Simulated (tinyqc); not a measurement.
# Chip with leakage that grows with temperature, electro-thermal loop and runaway: two studies

One temperature T for the device, T = T0 + Rth P(T), with P(T) = Pd + Pl (T/300 K)^2 exp[(q Ea/kB)(1/(300 K) - 1/T)]. The loop gain is Rth dP/dT; a solution is thermally stable when it is below one.

Parameters, values chosen for the exercise: ambient temperature T0 = 320 K; temperature-independent switching power Pd = 4.9 W; leakage power at 300 K Pl = 0.0514 W; activation energy of the leakage Ea = 0.27 eV; thermal resistance Rth = 10 K/W.

Constants: q = 1.602176634e-19 C, kB = 1.380649e-23 J/K. Results are converted to the units shown.

Each table varies one quantity; the others keep the values above.

## Effect of the thermal resistance

P'(T) = (P - Pd)(2/T + q Ea/(kB T^2)), G = Rth P'. T is the lowest solution and Tu the next, unstable one.

Result of one run:
```
Rth (K/W)  T (K)  P (W)        G  Tu (K)
7.05       357.3  5.289  0.08268   588.8
```

What becomes of these results when the thermal resistance Rth is changed from 7.05 to 10.3 K/W, all else the same?

Result of the changed run:
```
Rth (K/W)  T (K)  P (W)       G  Tu (K)
10.3       377.7  5.598  0.1959   534.4
```

The whole series:
```
Rth (K/W)  T (K)  P (W)        G  Tu (K)
3.33       337.0  5.104  0.02279   699.8
4.02       340.6  5.130  0.03043   670.3
4.85       345.1  5.166  0.04141   642.2
5.85       350.5  5.216  0.05771   615.2
7.05       357.3  5.289  0.08268   588.8
8.51       366.0  5.403   0.1235   562.3
10.3       377.7  5.598   0.1959   534.4
12.4       394.1  5.973   0.3360   504.0
14.9       430.0  7.384   0.7992   455.8
```

As Rth goes from 3.33 to 14.9 K/W, T rises from 337.0 to 430.0 K, the power rises from 5.10 to 7.38 W and the loop gain rises from 0.0228 to 0.799. The gap between the stable and unstable solutions goes from 363 to 25.8 K. At Rth = 18 K/W no solution is left within 900 K of T0: thermal runaway. At Rth = 14.9 K/W T passes 425 K, beyond usual operating limits.

## Effect of the temperature-independent switching power

Same model as above.

Effect of the temperature-independent switching power:
```
Pd (W)  T (K)  P (W)        G  Tu (K)
1.2     333.8  1.383  0.06256   559.7
1.6     338.1  1.812  0.07062   557.8
2.1     343.5  2.353  0.08196   555.3
2.7     350.1  3.012  0.09764   552.1
3.5     359.1  3.911   0.1227   547.6
4.5     370.8  5.076   0.1624   541.5
5.8     386.9  6.693   0.2332   532.3
7.6     412.9  9.295   0.3935   515.5
```

What does the table show?

As Pd goes from 1.2 to 7.6 W, T rises from 333.8 to 412.9 K, the power rises from 1.38 to 9.29 W and the loop gain rises from 0.0626 to 0.393. The gap between the stable and unstable solutions goes from 226 to 103 K. At Pd = 9.8 W no solution is left within 900 K of T0: thermal runaway.

Computed by the program tinyqc: `OMP_NUM_THREADS=1 python tinyqc.py 2520133 2520134 out.jsonl`, one thread of a shared Intel Xeon 2.30GHz, about 0.01 s for the whole run.
